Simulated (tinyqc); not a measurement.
Ellipsoidal valleys in the axes of a wafer and a channel: one step. Tensors of the valley [111]. Two cases, with inputs chosen for the exercise.

Question. Form w and the reduced tensor u.

Valleys with axes a along [111], [1-1-1], [-11-1] and [-1-11], one whole valley each; inverse mass tensor w = 1/mt + (1/ml - 1/mt) a a. Device axes: z = nz/|nz|, x = nx/|nx|, y = z cross x; in them a = (ax, ay, az). Confinement mass mz = 1/w_zz. In the plane w_ij is replaced by u_ij = w_ij - w_iz w_jz/w_zz (i, j = x, y); density-of-states mass md = 1/sqrt(det u); conductivity mass along x mc = 1/u_xx; ballistic transport mass mx = u_yy/det u, width mass my = 1/u_yy.

Give: w; u.

Case 1.

Values chosen (out of a larger set: near those of the L valleys of Ge; not measured data): ml = 1.642 m0 (longitudinal mass); mt = 0.083 m0 (transverse mass).

valley axes:
```
                ax         ay         az
[111]     0.577350  -0.258199   0.774597
[1-1-1]  -0.577350   0.774597   0.258199
[-11-1]  -0.577350  -0.774597  -0.258199
[-1-11]   0.577350   0.258199  -0.774597
```

Answer.

w (1/m0):
```
         x        y        z
x   8.2351   1.7053  -5.1158
y   1.7053  11.2856   2.2878
z  -5.1158   2.2878   5.1847
```

u (1/m0):
```
        x        y
x  3.1874   3.9627
y  3.9627  10.2760
```

Case 2.

Values chosen (out of a larger set: near those of the L valleys of GaAs; not measured data): ml = 1.829 m0 (longitudinal mass); mt = 0.077 m0 (transverse mass).

valley axes:
```
                ax         ay         az
[111]     0.000000   0.492366   0.870388
[1-1-1]   0.816497   0.246183  -0.522233
[-11-1]  -0.816497   0.246183  -0.522233
[-1-11]   0.000000  -0.984732   0.174078
```

Answer.

w (1/m0):
```
         x        y        z
x  12.9870   0.0000   0.0000
y   0.0000   9.9712  -5.3313
z   0.0000  -5.3313   3.5626
```

u (1/m0):
```
         x       y
x  12.9870  0.0000
y   0.0000  1.9931
```

The axis is tilted against the normal, so w_xz or w_yz is not zero and the reduction changes the masses in the plane.

Computed by tinyqc, one run a case: `OMP_NUM_THREADS=1 python tinyqc.py N N+1 out.jsonl` with N = 1850092, 1850484; one thread of a shared Intel(R) Xeon(R) Processor @ 2.30GHz, about 0.01 s a run at most.
